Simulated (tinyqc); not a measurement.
## Threshold-voltage variability of a planar MOSFET, analytic estimates: effect of the gate length

Three independent sources add in quadrature: random dopants in the depleted layer, metal-gate grains of two orientations, and roughness of the two gate edges acting through the roll-off VT = VT(long) - Vr exp(-L/l). These are first-order estimates: no three-dimensional electrostatics, no percolation.

ni = sqrt(Nc Nv) exp(-Eg/(2 Vt)), Eg in volts; Cox = 3.9 eps0/ti; Wd = sqrt(4 eps0 eps_r Vt ln(Na/ni)/(q Na)); dopants: s1 = (q/Cox) sqrt(Na Wd/(3 L W)). Grains: Ng = L W/G^2 (at least 1), s2 = dW sqrt(p (1 - p)/Ng). Edges, with exponential correlation and u = W/La: the mean gate length has sL^2 = 2 De^2 (2/u)[1 - (1 - exp(-u))/u]; s3 = sL (Vr/l) exp(-L/l). s = sqrt(s1^2 + s2^2 + s3^2). l and Vr are held fixed.

Inputs (values chosen for the exercise); material values those of a made-up semiconductor:

| symbol | value | unit | meaning |
|---|---|---|---|
| T | 400 | K | temperature |
| Eg | 1.1 | eV | band gap |
| eps_r | 10.9 |  | relative permittivity of the semiconductor |
| Nc | 4.02e19 | cm^-3 | conduction-band density of states at T |
| Nv | 5.23e19 | cm^-3 | valence-band density of states at T |
| Na | 2.9e18 | cm^-3 | channel doping |
| ti | 1.1 | nm | oxide-equivalent thickness in inversion |
| W | 95 | nm | gate width |
| G | 10 | nm | metal grain size |
| dW | 0.3 | eV | work-function difference of the two grain orientations |
| p | 0.3 |  | share of the orientation of higher work function |
| De | 0.9 | nm | rms roughness of one gate edge |
| La | 30 | nm | correlation length of the roughness |
| l | 7 | nm | decay length of the threshold roll-off |
| Vr | 1 | V | prefactor of the roll-off |

Constants: q = 1.602176634e-19 C, kB = 1.380649e-23 J/K, Vt = kB T/q, eps0 = 8.8541878128e-14 F/cm where lengths are in cm. Results are converted to the units shown.

Result of one run:
```
s1 (mV)	s2 (mV)	s3 (mV)	s (mV)	s sqrt(L W) (mV um)
18.53	36.42	14.16	43.25	1.633
```

Which gate length L gave this result: 15, 18, 22, 32 or 46 nm?

L = 15 nm.

The whole series:
```
L (nm)	s1 (mV)	s2 (mV)	s3 (mV)	s (mV)	s sqrt(L W) (mV um)
15	18.53	36.42	14.16	43.25	1.633
18	16.92	33.25	9.223	38.43	1.589
22	15.30	30.07	5.209	34.14	1.561
26	14.08	27.66	2.941	31.18	1.549
32	12.69	24.93	1.248	28.01	1.544
38	11.64	22.88	0.5297	25.68	1.543
46	10.58	20.80	0.1689	23.34	1.543
55	9.679	19.02	0.04670	21.34	1.543
```

As L goes from 15 to 55 nm, s falls from 43.2 to 21.3 mV. The grains are the largest source in the first and the last row. The product s sqrt(L W) falls from 1.63 to 1.54 mV um: s1 and s2 go as 1/sqrt(L W), so the change comes from s3 alone. For L = 15 to 18 nm the depletion depth exceeds L, so source and drain share much of the charge and s1 is rough.

Computed by the program tinyqc: `OMP_NUM_THREADS=1 python tinyqc.py 2090098 2090099 out.jsonl`, one thread of a shared Intel Xeon 2.30GHz, about 0.01 s for the whole run.
